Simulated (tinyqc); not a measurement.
Worked calculation: Pariser-Parr-Pople SCF with singles CI, for the molecule [CH2+]c1ccccn1 (SMILES; centres numbered as the heavy atoms are written). Computed by tinyqc, a small Python program that keeps every step. Settings: charge = 1, gamma = MN, start = huckel, damping = 0, iteration cap = 81, excitations kept = 6. Command: `OMP_NUM_THREADS=1 python tinyqc.py 31710 31711 out.jsonl` (the two numbers bound the seeds that draw the settings). One thread of a shared host (Intel(R) Xeon(R) Processor @ 2.60GHz), about 0.01 s of CPU time with the checks. Later iterations appear only in the table of the cycle.

## PPP integrals

Centres (angstrom, eV; a flat drawing with bonds scaled to 1.40 angstrom):

| centre | x | y | core charge z | W | gamma_rr |
|---|---|---|---|---|---|
| 1C | 2.40000 | 0.00000 | 1 | 11.16000 | 11.13000 |
| 2C | 1.00000 | 0.00000 | 1 | 11.16000 | 11.13000 |
| 3C | 0.30000 | 1.21200 | 1 | 11.16000 | 11.13000 |
| 4C | -1.10000 | 1.21200 | 1 | 11.16000 | 11.13000 |
| 5C | -1.80000 | 0.00000 | 1 | 11.16000 | 11.13000 |
| 6C | -1.10000 | -1.21200 | 1 | 11.16000 | 11.13000 |
| 7N | 0.30000 | -1.21200 | 1 | 14.10000 | 12.30000 |

Resonance integrals (eV):

| i | j | beta |
|---|---|---|
| 1 | 2 | -2.39000 |
| 2 | 3 | -2.39000 |
| 3 | 4 | -2.39000 |
| 4 | 5 | -2.39000 |
| 5 | 6 | -2.39000 |
| 6 | 7 | -2.51000 |
| 7 | 2 | -2.51000 |

Mataga-Nishimoto: gamma = 14.399645/(R + a), a = 2 x 14.399645/(gamma_rr + gamma_ss); H_rr = -W_r - sum_(s != r) z_s gamma_rs; H_rs = beta for bonds.

repulsion gamma_rs (eV), lower triangle:
```
          1C        2C        3C        4C        5C        6C        7N
1C  11.13000
2C   5.34554  11.13000
3C   3.87251   5.34629  11.13000
4C   2.88127   3.87251   5.34554  11.13000
5C   2.62109   3.51745   3.87251   5.34629  11.13000
6C   2.88127   3.87251   3.51810   3.87320   5.34629  11.13000
7N   3.94099   5.47768   3.94169   3.57452   3.94099   5.47689  12.30000
```

core matrix H (eV), lower triangle:
```
           1C         2C         3C         4C         5C         6C         7N
1C  -32.70266
2C   -2.39000  -38.59199
3C    0.00000   -2.39000  -37.05665
4C    0.00000    0.00000   -2.39000  -36.05333
5C    0.00000    0.00000    0.00000   -2.39000  -35.80462
6C    0.00000    0.00000    0.00000    0.00000   -2.39000  -36.12826
7N    0.00000   -2.51000    0.00000    0.00000    0.00000   -2.51000  -40.45276
```

## Starting guess

pi electrons, sum of z_r less the charge = 6

Orbitals of the Hueckel matrix of the beta values.

P at the start, lower triangle:
```
          1C        2C        3C        4C       5C       6C       7N
1C   0.42085
2C   0.62795   1.00000
3C   0.28958   0.52194   0.85521
4C  -0.10601   0.00000   0.70414   1.00000
5C  -0.28958  -0.22965   0.14479   0.63887  0.85521
6C  -0.12364   0.00000  -0.29492   0.00000  0.62795  1.00000
7N   0.27573   0.52963  -0.13787  -0.29121  0.13787  0.70951  0.86873
```

## Iteration 1: Fock matrix

F_rr = H_rr + P_rr gamma_rr / 2 + sum_(s != r) P_ss gamma_rs; F_rs = H_rs - P_rs gamma_rs / 2; E = tr P (H + F) / 2 + core repulsion sum_(r<s) z_r z_s gamma_rs.

F (eV), lower triangle:
```
           1C         2C        3C        4C        5C        6C         7N
1C  -10.27552
2C   -4.06837  -10.69331
3C   -0.56069   -3.78523  -9.72165
4C    0.15272    0.00000  -4.27200  -9.28097
5C    0.37950    0.40389  -0.28035  -4.09778  -8.99679
6C    0.17812    0.00000   0.51878   0.00000  -4.06861  -9.26612
7N   -0.54333   -3.96058   0.27171   0.52047  -0.27166  -4.45297  -12.18108
```

pi energy = -82.71837 eV

## Iteration 1: orbitals and new P

Diagonalise F (the basis is taken as orthonormal) and form P = 2 sum c c over the lowest orbitals.

orbital energies (eV): -18.81451  -15.26987  -15.16158  -9.18347  -5.32210  -4.62134  -2.04256

P after iteration 1, lower triangle:
```
          1C        2C        3C        4C       5C       6C       7N
1C   0.51681
2C   0.67857   0.97279
3C   0.31588   0.50060   0.83670
4C  -0.09418   0.02484   0.69447   0.92882
5C  -0.32058  -0.21426   0.21701   0.64466  0.79020
6C  -0.21261  -0.06324  -0.21997   0.08955  0.56492  0.83807
7N   0.22238   0.48753  -0.21257  -0.28206  0.15965  0.74097  1.11661
```

## Iteration 2: Fock matrix

As before.

F (eV), lower triangle:
```
          1C         2C        3C        4C        5C        6C         7N
1C  -9.82378
2C  -4.20365  -10.20431
3C  -0.61162   -3.72817  -9.82340
4C   0.13568   -0.04809  -4.24616  -9.69363
5C   0.42014    0.37683  -0.42019  -4.11326  -9.54383
6C   0.30629    0.12245   0.38694  -0.17342  -3.90012  -9.32690
7N  -0.43821   -3.84526   0.41895   0.50411  -0.31459  -4.53910  -11.89795
```

pi energy = -83.18706 eV

## Iteration 2: orbitals and new P

As before.

orbital energies (eV): -18.54156  -15.49489  -15.22884  -8.82089  -5.35585  -4.63410  -2.23769

P after iteration 2, lower triangle:
```
          1C        2C        3C        4C       5C       6C       7N
1C   0.52343
2C   0.68177   0.96330
3C   0.33612   0.49980   0.82199
4C  -0.07720   0.02245   0.68268   0.92951
5C  -0.31553  -0.21858   0.21781   0.65862  0.80551
6C  -0.21030  -0.05715  -0.21749   0.08846  0.55752  0.83123
7N   0.21296   0.48218  -0.21151  -0.28445  0.15098  0.74704  1.12504
```

## Convergence

Stop when output and input P, before any damping, agree to 1e-7.

Course of the cycle:

| iteration | E (eV) | largest \|P(out) - P(in)\| |
|---|---|---|
| 1 | -82.7183662 | 2.48e-01 |
| 2 | -83.1870606 | 2.02e-02 |
| 3 | -83.1968066 | 8.36e-03 |
| 4 | -83.1987879 | 4.13e-03 |
| 5 | -83.1993184 | 2.19e-03 |
| 6 | -83.1994660 | 1.17e-03 |
| 7 | -83.1995077 | 6.28e-04 |
| 8 | -83.1995194 | 3.36e-04 |
| 9 | -83.1995228 | 1.79e-04 |
| 10 | -83.1995237 | 9.56e-05 |
| 11 | -83.1995240 | 5.10e-05 |
| 12 | -83.1995241 | 2.72e-05 |
| 13 | -83.1995241 | 1.45e-05 |
| 14 | -83.1995241 | 7.73e-06 |
| 15 | -83.1995241 | 4.12e-06 |
| 16 | -83.1995241 | 2.20e-06 |
| 17 | -83.1995241 | 1.17e-06 |
| 18 | -83.1995241 | 6.25e-07 |
| 19 | -83.1995241 | 3.33e-07 |
| 20 | -83.1995241 | 1.78e-07 |
| 21 | -83.1995241 | 9.48e-08 |

Converged in 21 iterations.

## Converged orbitals

Charges are z - P_rr.

orbital energies (eV): -18.54457  -15.50351  -15.24472  -8.81233  -5.37271  -4.63494  -2.25240

coefficients:
```
        MO1       MO2       MO3       MO4       MO5       MO6       MO7
1C  0.27276  -0.33158  -0.28052   0.72781   0.08314  -0.40647  -0.18740
2C  0.51701  -0.37181  -0.27535  -0.03076  -0.08438   0.56818   0.43330
3C  0.34663   0.17955  -0.50435  -0.42108  -0.45299  -0.22900  -0.39786
4C  0.26839   0.56071  -0.28015  -0.04854   0.54806  -0.24905   0.41272
5C  0.27157   0.55120   0.16438   0.40212  -0.03701   0.51819  -0.40474
6C  0.34746   0.17217   0.51215   0.12209  -0.53707  -0.34085   0.40964
7N  0.52119  -0.26778   0.47256  -0.33626   0.43657  -0.11312  -0.34188
```

pi charges: 1C 0.47392, 2C 0.03728, 3C 0.18648, 4C 0.07017, 5C 0.19080, 6C 0.17466, 7N -0.13332

## Singles CI, singlets

Over the 6 single excitations with the smallest orbital gaps: A = (e_a - e_i) delta + 2 (ia|jb) - (ij|ab), with (pq|rs) = sum c_mp c_mq gamma_mn c_nr c_ns. f = 2/3 w |mu|^2 in atomic units, mu = sqrt2 sum c_ia sum_m c_mi c_ma R_m.

singlet CI matrix (eV), lower triangle:
```
          3>4       2>4       1>4       3>5      2>5      3>6
3>4   3.52122
2>4   0.41850   4.05045
1>4  -0.06744   0.13082   6.27773
3>5  -0.08717  -0.42744  -0.31901   6.78017
2>5   0.47105  -0.02816   0.11798  -0.21362  6.68423
3>6   0.06947  -0.23725   0.07378   0.14101  0.53529  6.98793
```

singlet excitation energies (eV): 3.22335  4.18885  6.08113  6.26478  7.09648  7.44714

oscillator strengths: 0.08651  0.77258  0.08645  0.17719  0.71380  0.73715

## Singles CI, triplets

Over the 6 single excitations with the smallest orbital gaps: A = (e_a - e_i) delta - (ij|ab), with (pq|rs) = sum c_mp c_mq gamma_mn c_nr c_ns.

triplet CI matrix (eV), lower triangle:
```
          3>4      2>4       1>4       3>5       2>5      3>6
3>4   1.62853
2>4  -0.26020  1.99083
1>4   0.39903  0.54687   4.80889
3>5   0.12304  0.00399   0.79757   4.24696
2>5   0.00399  0.07900  -0.09502   0.49647   4.92127
3>6  -0.20780  0.29270  -0.25515  -0.27425  -0.15251  5.64099
```

triplet excitation energies (eV): 1.37916  2.04781  3.57849  4.99701  5.23260  6.00240
